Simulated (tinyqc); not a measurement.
# Surface potential of a MOS transistor: implicit equation and explicit approximations: what changes with what

p-type body, charge-sheet picture, depletion and inversion only, full ionisation (an idealisation for deep acceptors), Boltzmann statistics (rough once Na exp(x - xn) passes about Nc/7). In units of Vt: xg = (Vg - Vfb)/Vt, x = psi/Vt, G = gamma/sqrt(Vt), xn = (2 phiF + Vc)/Vt. The implicit equation is (xg - x)^2 = G^2 [x - 1 + exp(x - xn)] for x above about 3. Cox = eps0 eox/tox.

Values chosen for this exercise; band and dielectric values close to those of silicon:
```
symbol,value,unit,meaning
T,350,K,temperature
Eg,1.11,eV,band gap
eps_r,11.8,,relative permittivity
Nc,3.54e19,cm^-3,conduction-band density of states at T
Nv,3.31e19,cm^-3,valence-band density of states at T
eox,3.9,,relative permittivity of the gate insulator (close to silicon dioxide)
tox,5.1,nm,insulator thickness
Na,3.8e16,cm^-3,acceptor density
Vfb,-0.49,V,flat-band voltage
Vc,1,V,channel-body voltage
Vg,1.11,V,gate-body voltage
```

Constants: q = 1.602176634e-19 C, kB = 1.380649e-23 J/K, Vt = kB T/q, eps0 = 8.8541878128e-14 F/cm where lengths are in cm. Results are converted to the units shown.

Each table varies one quantity; the others keep the values above.

## Accuracy of the approximations against gate voltage

ni = sqrt(Nc Nv) exp(-Eg/(2 Vt)), Eg in volts; phiF = Vt ln(Na/ni); gamma = sqrt(2 q eps0 eps_r Na)/Cox; VT = Vfb + Vt (xn + G sqrt(xn - 1)). Depletion value a = 1 + [sqrt(G^2/4 + xg - 1) - G/2]^2; inversion value b = xn + ln[(xg - xn)^2/G^2 - xn + 1] and first guess y = min(a, b) - ln(1 + exp(-|a - b|)) if a > xn + 1, else b = y = a; one second-order correction with D = exp(y - xn), p = 2 (xg - y) + G^2 (1 + D), w = (xg - y)^2 - G^2 (y - 1 + D): z = y + 2 w/(p + sqrt(p^2 - 2 (2 - G^2 D) w)), or the Newton step z = y + w/p where the root is not real. N_inv = (Cox Vt G/q) [sqrt(x - 1 + exp(x - xn)) - sqrt(x - 1)] at the root. Lambert form (Cox m Vt/q) W0[(G/(2 m sqrt(xn - 1))) exp((Vg - VT)/(m Vt))], m = 1 + G/(2 sqrt(xn - 1)). Errors under 1e-4 mV, and the linear form below VT, are printed as 0.

Accuracy of the approximations against gate voltage:

| Vg (V) | psi (V) | x - xn | error of y (mV) | error of z (mV) | N_inv (cm^-2) | Cox (Vg - VT)/q (cm^-2) | Lambert form (cm^-2) |
|---|---|---|---|---|---|---|---|
| 1.02 | 1.321 | -12.56 | 0 | 0 | 3.275e4 | 0 | 2.742e4 |
| 1.22 | 1.508 | -6.369 | 3.31e-3 | 0 | 1.497e7 | 0 | 1.392e7 |
| 1.42 | 1.694 | -0.2007 | 1.49 | 0 | 6.710e9 | 0 | 6.722e9 |
| 1.62 | 1.815 | 3.810 | 26.7 | 7.40 | 3.083e11 | 8.247e11 | 3.255e11 |
| 1.82 | 1.857 | 5.218 | 22.5 | -9.41 | 9.629e11 | 1.670e12 | 1.016e12 |
| 2.02 | 1.881 | 6.019 | 17.3 | -1.79 | 1.700e12 | 2.515e12 | 1.785e12 |
| 2.22 | 1.898 | 6.587 | 14.3 | -0.843 | 2.468e12 | 3.360e12 | 2.580e12 |
| 2.42 | 1.912 | 7.029 | 12.3 | -0.488 | 3.254e12 | 4.206e12 | 3.388e12 |
| 2.62 | 1.923 | 7.391 | 10.8 | -0.315 | 4.050e12 | 5.051e12 | 4.204e12 |

psi rises from 1.32 to 1.92 V and ends 7.4 Vt above 2 phiF + Vc. Among the rows the first guess is off by at most 27 mV (at Vg = 1.62 V) and the corrected value by at most 9.4 mV. In the last row the linear form is 25 % above N_inv and the Lambert form 3.8 % above it; in the first row the Lambert form is 16 % below it. For Vg = 1.82, 2.02, 2.22, 2.42, 2.62 the electron quasi-Fermi level lies less than 2 Vt below the band edge at the surface, or above it, where degeneracy and confinement, left out, matter.

## Effect of the insulator thickness at fixed gate voltage

Same model as above.

The same in every row: Cox (Vg - VT)/q (cm^-2) = 0.

Effect of the insulator thickness at fixed gate voltage:

| tox (nm) | psi (V) | x - xn | error of y (mV) | error of z (mV) | N_inv (cm^-2) | Lambert form (cm^-2) |
|---|---|---|---|---|---|---|
| 1.7 | 1.532 | -5.559 | 2.57e-3 | 0 | 3.337e7 | 3.155e7 |
| 2.3 | 1.509 | -6.332 | 1.61e-3 | 0 | 1.553e7 | 1.454e7 |
| 3.2 | 1.474 | -7.468 | 7.18e-4 | 0 | 5.047e6 | 4.645e6 |
| 4.4 | 1.430 | -8.941 | 2.26e-4 | 0 | 1.175e6 | 1.054e6 |
| 6 | 1.373 | -10.83 | 0 | 0 | 1.809e5 | 1.557e5 |
| 8.2 | 1.298 | -13.30 | 0 | 0 | 1.573e4 | 1.258e4 |
| 11 | 1.210 | -16.24 | 0 | 0 | 864.1 | 611.8 |
| 15 | 1.095 | -20.06 | 0 | 0 | 19.93 | 11.12 |

As tox goes from 1.7 to 15, psi falls from 1.53 to 1.09 V, x - xn falls from -5.56 to -20.1 and N_inv falls from 3.34e7 to 19.9 cm^-2. The Lambert form lies between 0.558 and 0.946 times N_inv.

tinyqc, about 0.01 s, one thread, Intel Xeon 2.30GHz (shared host): `OMP_NUM_THREADS=1 python tinyqc.py 2122001 2122002 out.jsonl`
